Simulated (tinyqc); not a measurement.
Inside a calculation. Model: capacitance measurement on a leaky thin oxide: effects of series resistance and leakage.

Computed by the program tinyqc: `OMP_NUM_THREADS=1 python tinyqc.py 2022069 2022070 out.jsonl`, one thread of a shared Intel Xeon 2.30GHz, about 0.01 s for the whole run. Printed values are rounded.

The device is a capacitance C in parallel with a leakage conductance G, in series with Rs and Ls. An impedance meter reports either a parallel pair (Cp, Gp) from Y = 1/Z = Gp + i w Cp or a series pair (Cs, Rm) from Z = Rm + 1/(i w Cs); w = 2 pi f, dissipation D = Gp/(w |Cp|).

Values chosen for this exercise; values of the order met in thin-oxide MOS capacitors:
```
symbol   value    unit                                                                 meaning
eox       7.65          relative permittivity of the gate insulator (close to silicon nitride)
tox        5.1      nm                                                     insulator thickness
A          100    um^2                                                               gate area
zc        0.54      nm              oxide-equivalent thickness added by the accumulation layer
zp           0      nm                      oxide-equivalent thickness added by gate depletion
Jg      0.0037  A/cm^2              gate leakage current density, not matched to the thickness
Vs        0.29       V                               voltage for an e-fold rise of the leakage
Rs         140     ohm                                                       series resistance
Ls          23      nH                                                       series inductance
f          1e5      Hz                                                     measuring frequency
```

Constants: eps0 = 8.8541878128e-14 F/cm where lengths are in cm. Results are converted to the units shown.

## True capacitance and conductance

EOT = 3.9 tox/eox; CET = EOT + zc + zp; C = 3.9 eps0 A/CET; G = Jg A/Vs.

EOT = 2.6 nm
CET = 3.14 nm
C = 1.099724 pF
G = 0.01275862 uS

## What the meter reports

Z = Rs + i w Ls + 1/(G + i w C).

Z = (0.026853-1.446733i) x 1e6 ohm
Cp = 1.099720 pF
Gp = 0.01282544 uS
Cs = 1.100099 pF
D = 0.01856138

Cp is within 0.01 % of C and Cs is 0.034 % above it; G Rs = 1.79e-6, w C Rs = 9.67e-5 and G/(w C) = 0.0185.
